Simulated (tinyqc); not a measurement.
One-dimensional ballistic tunnel FET, two-band WKB: two steps of the calculation.

A p-type source for x < 0 with its Fermi level at 0 and its valence edge at ds; in the channel the bands fall as D exp(-x/lam) towards their flat values, with the conduction edge at Ec = ds - dP and D = dP + Eg. The gate moves dP one to one. The drain Fermi level lies at -Vd and the drain side reflects nothing. For w = E - Ec between 0 and dP an electron crosses the gap. Two-band dispersion with equal masses m: inside the gap kappa = sqrt(m u (1 - u/Eg)/C), u the distance from a band edge, C = hbar^2/(2 m0).

Parameters, values chosen for the exercise; band and dielectric values close to those of In0.53Ga0.47As: band gap Eg = 0.754 eV; band-edge mass of the two-band model m = 0.048 m0; screening length of the source junction lam = 1.9 nm; tunnelling window Ev(source) - Ec(channel) dP = 0.47 eV; energy above the channel conduction edge w0 = 0.32 eV; cells of the path nc = 7.

Constants: q = 1.602176634e-19 C, hbar = 1.054571817e-34 J s, m0 = 9.1093837015e-31 kg, hbar^2/(2 m0) = 0.0380998212 eV nm^2. Results are converted to the units shown.

Task 1. The path through the gap by the midpoint rule. At w = w0 the path runs from xa = lam ln(D/(w + Eg)) to xb = lam ln(D/w); u(x) = w + Eg - D exp(-x/lam) is the height above the valence edge. Cut it into nc equal cells: S = 2 (cell width) times the sum of kappa at the centres.

Find: xa; xb; x; u; kappa; S.

Result 1.

xa = 0.24839 nm
xb = 2.5490 nm

```
cell  x (nm)   u (eV)  kappa (1/nm)
0     0.4127  0.08898       0.31445
1     0.7414  0.24545       0.45669
2     1.0700  0.37705       0.48732
3     1.3987  0.48776       0.46582
4     1.7273  0.58088       0.40991
5     2.0560  0.65921       0.32313
6     2.3846  0.72509       0.18715
```

S = 1.7382

Task 2. The exponent in closed form. S(w) = 2 lam int_0^Eg kappa(u) du/(w + Eg - u) = 2 pi lam sqrt(m/(C Eg)) [w + Eg/2 - sqrt(w (w + Eg))], T(w) = exp(-S). The common triangular estimate is S = (4/3) lam sqrt(m/C) Eg^1.5/(dP + Eg) for all w.

Find: S(w0); T(w0); triangular S.

Result 2.

S(w0) = 1.7092
T(w0) = 0.18102
triangular S = 1.5210

Program tinyqc, `OMP_NUM_THREADS=1 python tinyqc.py 2620120 2620121 out.jsonl`; Intel Xeon 2.30GHz, shared host, one thread, about 0.01 s.
